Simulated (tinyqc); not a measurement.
Worked calculation: nudged elastic band on a two-dimensional model surface. Computed by tinyqc, a small Python program that keeps every step. Command: `OMP_NUM_THREADS=1 python tinyqc.py 3025381 3025382 out.jsonl neb walk`. One thread of a shared host (Intel(R) Xeon(R) Processor @ 2.30GHz), about 0.2 s of CPU time with the checks. Intermediate numbers are printed to about 6 digits and carried at full precision; extremes and crossings named in words are read from the listed rows.

V(x, y) = -A (cos kx + cos ky) - B cos kx cos ky + (C sin ky + S sin kx)(1 - cos kx), k = 2 pi/a; the atom hops from the minimum at (0, 0) to that at (a, 0).

Inputs (values chosen for the exercise, for a model surface):
```
quantity              value           unit
amplitude A            0.35             eV
amplitude B          0.0089             eV
skew C                0.059             eV
asymmetry S           0.055             eV
period a                3.7       angstrom
movable images n          6              -
spring constant k_s    0.18  eV/angstrom^2
step factor eta       0.012  angstrom^2/eV
iteration cap           100              -
```

Surface: adatom on a square lattice. Climbing image: on.

## Stationary points

Newton steps x(new) = x - H^-1 grad V (moves limited to 0.3 angstrom) from (0, 0), (a, 0) and (a/2, 0) give the two minima and the saddle.

positions (angstrom):
```
              x         y
start   0.00000   0.00000
end     3.70000   0.00000
saddle  1.67685  -0.19201
```

energies (eV): start -0.708900, end -0.708900, saddle 0.005699

barrier from the start = 0.714599 eV

## Straight-line start

Images are spaced evenly on the line between the minima.

images at the start (angstrom):
```
               x        y
image 1  0.52857  0.00000
image 2  1.05714  0.00000
image 3  1.58571  0.00000
image 4  2.11429  0.00000
image 5  2.64286  0.00000
image 6  3.17143  0.00000
```

energies above the start (eV): 0.151320  0.504316  0.727622  0.636894  0.373210  0.118939

The highest image lies +0.0130 eV from the true barrier.

## Iteration 1

Tangent at image i: towards the higher neighbour if the energies rise or fall through i; at a maximum or minimum, tau = t+ dmax + t- dmin if V(i+1) > V(i-1), else t+ dmin + t- dmax, with t+ = R(i+1) - R(i), t- = R(i) - R(i-1) and dmax, dmin the larger and smaller of |V(i+1) - V(i)| and |V(i-1) - V(i)|; then normalise. Force F = -grad V + (grad V.tau) tau + k_s (|t+| - |t-|) tau. With a climbing image, the highest image feels instead F = -grad V + 2 (grad V.tau) tau and no spring. Update R(new) = R + eta F; the end points stay fixed.

unit tangents:
```
         x  y
image 1  1  0
image 2  1  0
image 3  1  0
image 4  1  0
image 5  1  0
image 6  1  0
```

forces (eV/angstrom):
```
                x          y
image 1  0.000000  -0.037723
image 2  0.000000  -0.122486
image 3  0.122056  -0.190461
image 4  0.000000  -0.190461
image 5  0.000000  -0.122486
image 6  0.000000  -0.037723
```

images after iteration 1 (angstrom):
```
               x         y
image 1  0.52857  -0.00045
image 2  1.05714  -0.00147
image 3  1.58718  -0.00229
image 4  2.11429  -0.00229
image 5  2.64286  -0.00147
image 6  3.17143  -0.00045
```

## Iteration 2

The formulas are those given above.

unit tangents:
```
               x         y
image 1  1.00000  -0.00192
image 2  1.00000  -0.00154
image 3  1.00000  -0.00045
image 4  1.00000   0.00000
image 5  1.00000   0.00154
image 6  1.00000   0.00192
```

forces (eV/angstrom):
```
                 x          y
image 1  -0.000074  -0.038328
image 2   0.000076  -0.122022
image 3   0.119890  -0.188420
image 4   0.000264  -0.188205
image 5   0.000188  -0.121829
image 6   0.000073  -0.038024
```

images after iteration 2 (angstrom):
```
               x         y
image 1  0.52857  -0.00091
image 2  1.05714  -0.00293
image 3  1.58862  -0.00455
image 4  2.11429  -0.00454
image 5  2.64286  -0.00293
image 6  3.17143  -0.00091
```

## All iterations

Start on the straight line; stop when the largest force is below 1e-4 or above 1e6 eV/angstrom.

Course of the band:
```
iteration  highest image (eV)  largest force (eV/angstrom)
1                    0.727622                     0.226214
2                    0.727366                     0.223329
3                    0.727114                     0.220481
4                    0.726866                     0.217668
5                    0.726621                     0.214892
6                    0.726379                     0.212151
7                    0.726141                     0.209445
8                    0.725907                     0.206773
9                    0.725677                     0.204135
...                       ...                          ...
92                   0.716267                     0.070363
93                   0.716227                     0.069467
94                   0.716189                     0.068583
95                   0.716151                     0.067710
96                   0.716114                     0.066848
97                   0.716078                     0.065998
98                   0.716043                     0.065158
99                   0.716009                     0.064329
100                  0.715976                     0.063510
```

Band at the end:
```
image  x (angstrom)  y (angstrom)    E (eV)
0           0.00000      0.000000  0.000000
1           0.52626     -0.052155  0.149485
2           1.06210     -0.103694  0.500230
3           1.65688     -0.135344  0.715976
4           2.12309     -0.132860  0.616952
5           2.64692     -0.100963  0.363921
6           3.17408     -0.045742  0.117253
7           3.70000      0.000000  0.000000
```

energy of the highest image = 0.715976 eV

iterations = 100

largest force at the end = 0.0635102 eV/angstrom

Tail of the force series: the residual falls at every step, but slowly, by a factor of about 0.987 a step

Not converged within 100 iterations: the residual falls at every step, but slowly, by a factor of about 0.987 a step.

Reruns converge with step factor eta = 0.3, iteration cap = 600. Reruns still fail with step factor eta = 0.002, iteration cap = 600; and with iteration cap = 600.
